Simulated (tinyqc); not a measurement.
Metal-induced gap states at the contact of a metal chain and a two-band chain: one step. Density site by site. Three cases, with inputs chosen for the exercise.

Task: D1 = -Im G11/pi, D2 = (t g2)^2 D1, and each further period multiplies by l^2. The sum over all sites is (D1 + D2)/(1 - l^2). The Green functions stand in the order g1, g2.

The semiconductor alternates sites A at -Eg/2 and C at +Eg/2 with hopping -t; the gap runs from -Eg/2 to Eg/2. In the gap cosh(q a) = 1 + (Eg^2/4 - E^2)/(2 t^2) and the amplitude changes by -exp(-q a) a period. The metal has site energy 0 and hopping -tm; its end site has g_m = (E - i sqrt(4 tm^2 - E^2))/(2 tm^2). Sites 1, 2, ... count into the semiconductor, with energies e1, e2 alternating. The clean half chain has g1 = 1/(E - e1 - t^2 g2), g2 = 1/(E - e2 - t^2 g1), decaying root. With the contact G11 = 1/(1/g1 - tc^2 g_m), and the density on site j is -Im G_jj/pi = |psi_j/psi_1|^2 (-Im G11/pi), per spin, with psi_2/psi_1 = -t g2, psi_3/psi_2 = -t g1.

Give: density on sites 1 to 8; Ds, the density per spin summed over the semiconductor.

Case 1.

Values chosen (out of a larger set: gap and optical dielectric constant near those of GaN; the chain itself is a model; not measured data): t = 2.68 eV (hopping in the semiconductor).

l = 0.6242464

g1, g2 (1/eV): 0.6592168  -0.1318434

G11 = 0.6169878-0.1127983i 1/eV

Result:

density on sites 1 to 8 (1/eV): 0.03590  0.00448  0.01399  0.00175  0.00545  0.00068  0.00212  0.00027

Ds, the density per spin summed over the semiconductor = 0.06617 1/eV

The first period holds 61 % of the gap states at this energy.

Case 2.

Values chosen (out of a larger set: gap and optical dielectric constant near those of SiO2; the chain itself is a model; not measured data): t = 1.88 eV (hopping in the semiconductor).

l = 0.2041830

g1, g2 (1/eV): -0.1136070  0.5085093

G11 = -0.1183449-0.0309520i 1/eV

Result:

density on sites 1 to 8 (1/eV): 0.00985  0.00900  0.00041  0.00038  0.00002  0.00002  0.00000  0.00000

Ds, the density per spin summed over the semiconductor = 0.01968 1/eV

The first period holds 96 % of the gap states at this energy.

Case 3.

Values chosen (out of a larger set: gap and optical dielectric constant near those of SiO2; the chain itself is a model; not measured data): t = 2.61 eV (hopping in the semiconductor).

l = 0.2076711

g1, g2 (1/eV): 0.1321650  -0.2306634

G11 = 0.1304377-0.0322418i 1/eV

Result:

density on sites 1 to 8 (1/eV): 0.01026  0.00372  0.00044  0.00016  0.00002  0.00001  0.00000  0.00000

Ds, the density per spin summed over the semiconductor = 0.01461 1/eV

The first period holds 96 % of the gap states at this energy.

Computed by tinyqc, one run a case: `OMP_NUM_THREADS=1 python tinyqc.py N N+1 out.jsonl` with N = 1480623, 1480630, 1480789; one thread of a shared Intel(R) Xeon(R) Processor @ 2.30GHz, about 0.01 s a run at most.
